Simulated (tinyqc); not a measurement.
Scan in temperature at fixed frequency: admittance spectroscopy and thermally stimulated current of one trap level in a depletion layer. Computed by tinyqc, a small Python program. Command: `OMP_NUM_THREADS=1 python tinyqc.py 3114168 3114169 out.jsonl admit walk`. One thread of a shared host (Intel(R) Xeon(R) Processor @ 2.30GHz), about 0.01 s of CPU time with the checks.

A Schottky junction on n-type material holds one donor-like electron trap; shallow donors are fully ionised and abrupt depletion edges are assumed.

Inputs (values chosen for the exercise, modelled on n-type silicon):
```
quantity                         value    unit
dielectric constant eps           11.6       -
density-of-states mass m          1.07     m_0
shallow doping N               5.7e+16  1/cm^3
trap density N_t               1.5e+15  1/cm^3
trap depth E_t below the band    0.484      eV
capture cross section sigma    2.2e-16    cm^2
band bending V_b                  0.95       V
test frequency f                  2000      Hz
```

Constants: k_B = 1.380649e-23 J/K; m_0 = 9.1093837015e-31 kg; h = 6.62607015e-34 J s; k_B = 8.617333262e-05 eV/K; eps_0 = 8.8541878128e-12 F/m; e = 1.602176634e-19 C.

Method:
- N_c = 2 (2 pi m k_B T/h^2)^(3/2), v_th = sqrt(3 k_B T/m), emission rate e_n = sigma v_th N_c exp(-E_t/(k_B T)).
- Where the level crosses the Fermi level capture equals emission, so the trap follows the signal with the rate 2 e_n; G/omega peaks at omega = 2 e_n (the correction for large N_t/N is left out).
- Solve 2 e_n(T_p) = 2 pi f.
- With E_c - E_F = k_B T_p ln(N_c/N): lambda = sqrt(2 eps eps_0 (E_t - (E_c - E_F))/(e^2 N)); traps are empty and charged for x < x_t = w - lambda, and V_b = e (N w^2 + N_t x_t^2)/(2 eps eps_0). High frequency: C_hf = eps eps_0/w. Low frequency: C_lf = eps eps_0 (N + N_t)/(N w + N_t x_t).
- With x = omega/(2 e_n): C = C_hf + (C_lf - C_hf)/(1 + x^2), G/omega = (C_lf - C_hf) x/(1 + x^2); C_hf and C_lf are held at their values at T_p.

peak temperature T_p = 341.057 K

C_hf = 70.4405 nF/cm^2

C_lf = 71.4668 nF/cm^2

Admittance:
```
T (K)  omega/(2 e_n)  C (nF/cm^2)  G/omega (nF/cm^2)
300.1         12.224       70.447            0.08339
313.8          4.938       70.481            0.19963
324.0          2.637       70.570            0.34026
334.2          1.460       70.768            0.47845
341.1          0.998       70.955            0.51313
347.9          0.695       71.132            0.48098
358.1          0.414       71.316            0.36287
371.8          0.216       71.421            0.21144
388.8          0.102       71.456            0.10345
```

The peak of G/omega is half the step, 0.513 nF/cm^2. Its full width is near 2 ln(2 + sqrt3) k_B T_p^2/(E_t + 2 k_B T_p) = 48.6 K.

Extremes, crossings and ranges named in words are read from the listed rows.
